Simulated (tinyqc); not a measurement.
Changing the well width w: interdiffusion of a quantum well during annealing: blurred potential and shift of the confined levels. Computed by tinyqc, a small Python program. Command: `OMP_NUM_THREADS=1 python tinyqc.py 3022581 3022582 out.jsonl qwi sweep`. One thread of a shared host (Intel(R) Xeon(R) Processor @ 2.30GHz), about 0.1 s of CPU time with the checks.

A square well of width w is blurred by Fick diffusion with a constant coefficient; band offsets are linear in composition, masses are uniform, and strain and excitons are ignored.

Inputs (values chosen for the exercise, modelled on InGaAs in GaAs):

| quantity | value | unit |
|---|---|---|
| electron mass m_e | 0.056 | m_0 |
| hole mass m_h | 0.342 | m_0 |
| conduction offset V_c | 0.15 | eV |
| valence offset V_v | 0.055 | eV |
| prefactor D0 | 6.6 | cm^2/s |
| activation energy E | 3.35 | eV |
| anneal temperature T | 750 | C |
| anneal time t | 73 | s |

Constants: k_B = 8.617333262e-05 eV/K; hbar^2/(2 m_0) = 3.80998212 eV angstrom^2.

Method:
- D = D0 exp(-E/(k_B T)); L = sqrt(D t); share of well material at the centre erf(w/(4L)); 1 nm = 1e-7 cm.
- Temperatures in kelvin are T(C) + 273.15.
- With L = sqrt(D t) and the share at the centre erf(w/(4L)). After the anneal: V(z) = V {1 - (1/2)[erf((w/2 - z)/(2L)) + erf((w/2 + z)/(2L))]}, energies counted from the original well bottom. Finite differences on 3000 points over |z| < w/2 + 6L + 25 nm; shifts are taken against the same grid with cell-averaged square steps.
- Rise of the bottom = V (1 - share at the centre). Overlap = |<electron|hole>|^2.

One run for each value:

| well width w (nm) | blue shift of the transition (meV) | shift of the electron level (meV) | shift of the hole level (meV) | share at the centre |
|---|---|---|---|---|
| 1.5 | 9.068 | 4.471 | 4.597 | 0.3330 |
| 3.3 | 23.623 | 14.048 | 9.575 | 0.6562 |
| 5.1 | 24.782 | 16.179 | 8.603 | 0.8565 |
| 6.9 | 20.073 | 13.850 | 6.223 | 0.9522 |
| 8.8 | 14.706 | 10.545 | 4.161 | 0.9884 |
| 11.0 | 10.056 | 7.428 | 2.628 | 0.9984 |
| 12.0 | 8.495 | 6.339 | 2.156 | 0.9994 |
| 14.0 | 6.156 | 4.666 | 1.490 | 0.9999 |
| 16.0 | 4.564 | 3.500 | 1.064 | 1.0000 |

What does the table show, and why?

Over the rows, blue shift of the transition (meV) goes from 9.07 through a maximum among these rows, 24.8 at 5.10, to 4.56; shift of the electron level (meV) goes from 4.47 through a maximum among these rows, 16.2 at 5.10, to 3.50; shift of the hole level (meV) goes from 4.60 through a maximum among these rows, 9.57 at 3.30, to 1.06. A wide well keeps its centre and its states away from the edges; a very thin one has levels already near the barrier, with little room to move.

Extremes, crossings and ranges named in words are read from the listed rows.
